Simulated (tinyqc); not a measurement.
From linear expansion coefficient back to Grueneisen parameter gamma_O: quasi-harmonic thermal expansion with mode Grueneisen parameters. Computed by tinyqc, a small Python program. Command: `OMP_NUM_THREADS=1 python tinyqc.py 3006813 3006814 out.jsonl qha inv`. One thread of a shared host (Intel(R) Xeon(R) Processor @ 2.30GHz), about 0.08 s of CPU time with the checks.

A crystal with two atoms a cell; per atom there are 1 transverse acoustic (TA), 1/2 longitudinal acoustic (LA) and 3/2 optical (O) modes. Every frequency of group i scales as nu_i (V/V0)^(-gamma_i). The acoustic groups have Debye spectra, density 3 nu^2/nu_i^3 up to nu_i (40 Gauss-Legendre points); the optical group has one frequency. Static energy: E = (9 V0 B0/16) [y^3 B' + y^2 (2 - 4 y)], y = (V0/V)^(2/3) - 1, with pressure P_s = (3 B0/2) (z^7 - z^5) [1 + (3/4)(B' - 4)(z^2 - 1)], z = (V0/V)^(1/3).

Inputs (values chosen for the exercise, modelled on zinc selenide):

| quantity | value | unit |
|---|---|---|
| static volume V0 | 22.8 | angstrom^3/atom |
| static bulk modulus B0 | 62.5 | GPa |
| static B' | 4.82 | - |
| frequency nu_TA | 2.01 | THz |
| frequency nu_LA | 5.02 | THz |
| frequency nu_O | 6.56 | THz |
| Grueneisen parameter gamma_TA | -1.2 | - |
| Grueneisen parameter gamma_LA | 1.2 | - |
| temperature T | 300 | K |
| step factor f | 1 | - |

Acoustic groups: Debye.

Constants: h x 1 THz = 4.135667696 meV; k_B = 8.617333262e-05 eV/K; 1 eV/angstrom^3 = 160.2176634 GPa.

Method:
- For a mode with x = h nu/(k_B T), n = 1/(exp(x) - 1): U = h nu (n + 1/2), C/k_B = x^2 n (n + 1); U_i and C_i sum these over group i with its weight per atom.
- Phonon pressure P_ph = sum_i gamma_i U_i/V.
- Start at V0 and step V(new) = V [1 + f (P_s + P_ph)/B0]; stop when |P_s + P_ph| < 1e-8 GPa, after 60 steps, or when V leaves 0.7 to 1.3 V0.
- B_T = -V d(P_s + P_ph)/dV at fixed T (central difference, step 1e-4 V); alpha_V = sum gamma_i C_i k_B/(B_T V), all at V(T); the linear coefficient is alpha_L = alpha_V/3.
- C_P - C_V = alpha_V^2 B_T V T; the optical frequency is nu_O (V/V0)^(-gamma_O).

Task: A run gave the result below. Find the Grueneisen parameter gamma_O, known to lie between 0.7 and 2.5.

linear expansion coefficient = 4.006804 ppm/K

Result:

Each step takes the trial c = (a f_b - b f_a)/(f_b - f_a), f being the result less the target and a, b, c the logarithms of the listed values; c replaces end b, the old b replaces a if the sign of f changed, and otherwise f_a is halved.

Scan of the range:

| Grueneisen parameter gamma_O | linear expansion coefficient (ppm/K) |
|---|---|
| 0.700 | 1.12285 |
| 0.865 | 1.86035 |
| 1.070 | 2.78130 |
| 1.320 | 3.91151 |
| 1.640 | 5.36970 |
| 2.020 | 7.11843 |
| 2.500 | 9.35452 |

False position (Illinois rule, in the logarithm of the input) inside the bracket:

| step | end a | end b | trial | linear expansion coefficient (ppm/K) |
|---|---|---|---|---|
| 1 | 1.32000 | 1.64000 | 1.33886 | 3.99708 |
| 2 | 1.64000 | 1.33886 | 1.34078 | 4.00582 |
| 3 | 1.64000 | 1.34078 | 1.34117 | 4.00759 |
| 4 | 1.34078 | 1.34117 | 1.34100 | 4.00680 |
| 5 | 1.34117 | 1.34100 | 1.34100 | 4.00680 |

Linear expansion coefficient rises at every point of a 13-point scan of the range (every second point is shown), so one value fits; it is bracketed by 1.32 and 1.64. Answer: Grueneisen parameter gamma_O = 1.341.
